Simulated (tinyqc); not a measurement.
# Field from the level spacing

Inverse problem. In a triangular well E_k = a_k (C F^2/mz1)^(1/3), a_1 = 2.338107, a_2 = 4.087949, C = hbar^2/(2 m0), F in eV/nm (1 MV/cm = 0.1 eV/nm). Find F, E_1, the mean distance 2 E_1/(3 F) of the lowest level and the sheet charge eps0 eps_r F/q behind such a field.

Parameters, values chosen for the exercise:

| symbol | value | unit | meaning |
|---|---|---|---|
| eps_r | 11.5 |  | relative permittivity |
| mz1 | 0.901 | m0 | mass along z of valley set A (2 valley(s)) |

Constants: q = 1.602176634e-19 C, hbar = 1.054571817e-34 J s, m0 = 9.1093837015e-31 kg, eps0 = 8.8541878128e-14 F/cm where lengths are in cm, hbar^2/(2 m0) = 0.0380998212 eV nm^2. Results are converted to the units shown.

spacing of the two lowest levels = 88.167126 meV

Solution. The spacing over a_2 - a_1 is the energy scale (C F^2/mz1)^(1/3), which gives F.

F = 0.5500 MV/cm
E_1 = 117.8 meV
mean distance = 1.428 nm
sheet charge over q = 3.495e12 cm^-2

Program tinyqc, `OMP_NUM_THREADS=1 python tinyqc.py 2160167 2160168 out.jsonl`; Intel Xeon 2.30GHz, shared host, one thread, about 1 s.
